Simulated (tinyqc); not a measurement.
Two-step dopant diffusion (predeposition and drive-in) with a constant diffusivity: one step, computed by the program tinyqc.

Fick diffusion into a half space x > 0 whose background doping C_B is of the opposite type, so that a junction lies where C = C_B.

Task: Drive-in as a Gaussian. With a sealed surface and a thin source, C = Q/sqrt(pi (Dt)2) exp(-x^2/(4 (Dt)2)); x_j = 2 sqrt((Dt)2 ln(C(0)/C_B)); gradient at the junction |dC/dx| = C_B x_j/(2 (Dt)2).

Inputs (values chosen for the exercise, modelled on antimony in silicon): surface concentration C_s = 4.8e+18 1/cm^3; background doping C_B = 4.9e+15 1/cm^3; predeposition temperature T1 = 900 C; drive-in temperature T2 = 1025 C.

dose Q = 1.789843e+12 1/cm^2

drive-in budget (Dt)2 = 4.356118e-12 cm^2

Give: surface concentration C(0) (Gaussian); junction depth x_j; gradient at the junction.

Result:

surface concentration C(0) (Gaussian) = 4.8383e+17 1/cm^3

junction depth x_j = 0.089455 um

gradient at the junction = 5.0312e+21 1/cm^4

Caution: C_s exceeds the intrinsic carrier density of silicon at the predeposition temperature (2e18 to 1e19 per cm^3), where real diffusivities rise with concentration and profiles turn box-like.
